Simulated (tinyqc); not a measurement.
What each parameter does: Wannier function of the lower band of a two-orbital chain.

H(k) = [[-d/2 - 2 ta cos k, -t1 - t2 exp(-ik)], [-t1 - t2 exp(ik), d/2 - 2 tb cos k]], k in 1/a, Bloch sums with exp(ikR) and without the positions inside the cell. Mesh k_j = 2 pi j/N. Projection gauge: each lower eigenvector u is multiplied by the phase that makes <trial|u> real and positive (the one-band case of Loewdin orthogonalisation). Wannier amplitudes w(R) = (1/N) sum_k exp(ikR) u(k); hoppings H(R) = (1/N) sum_k exp(-ikR) E(k).

Values chosen for the exercise: d = -0.35 eV (A at -d/2, B at +d/2); t1 = 1.04 eV (A-B in the cell); t2 = 1.01 eV (B to A of the next cell); ta = -0 eV (A-A between cells); tb = -0.05 eV (B-B between cells); xb = 0.54 a (position of B (A at 0)); th = 45 degrees (trial orbital cos(th) A + sin(th) B in cell 0).

N = 24: centre (folded into [0, 1)) and Omega_I from overlaps M_j = u_j^+ diag(1, exp(-i b xb)) u_(j+1), b = 2 pi/N: centre = -(1/2 pi) Im ln prod M_j, Omega_I = mean(1 - |M_j|^2)/b^2; and the first two hoppings H(R).

Results for these values:
```
case  centre (a)  Omega_I (a^2)  H(1) (eV)  H(2) (eV)
base      0.5037         0.2540    -0.3914     0.0746
```

What happens to each result for d = -0.05 eV, all else kept?

Answer: centre falls from 0.5037 to 0.4613; Omega_I rises from 0.2540 to 0.4470; H(1) falls from -0.3914 to -0.4070; H(2) rises from 0.0746 to 0.0846.

The same for each parameter in turn:
```
case             centre (a)  Omega_I (a^2)  H(1) (eV)  H(2) (eV)
base                 0.5037         0.2540    -0.3914     0.0746
d = -0.05 eV         0.4613         0.4470    -0.4070     0.0846
t1 = 1.19 eV         0.4173         0.2280    -0.4153     0.0766
t2 = 0.91 eV         0.4417         0.2236    -0.3648     0.0676
ta = 0.1 eV          0.5100         0.1955    -0.4261     0.0650
xb = 0.59 a          0.5347         0.2569    -0.3914     0.0746
th = 55 degrees      0.5037         0.2540    -0.3914     0.0746
```

The trial angle is a choice of gauge and moves none of these; xb enters the position operator alone, so it leaves the hoppings.

Computed by tinyqc, a small Python program: `OMP_NUM_THREADS=1 python tinyqc.py 1450111 1450112 out.jsonl` (the numbers bound the seed that draws the inputs); one thread of a shared host (Intel(R) Xeon(R) Processor @ 2.30GHz), about 0.1 s for the whole set of steps.
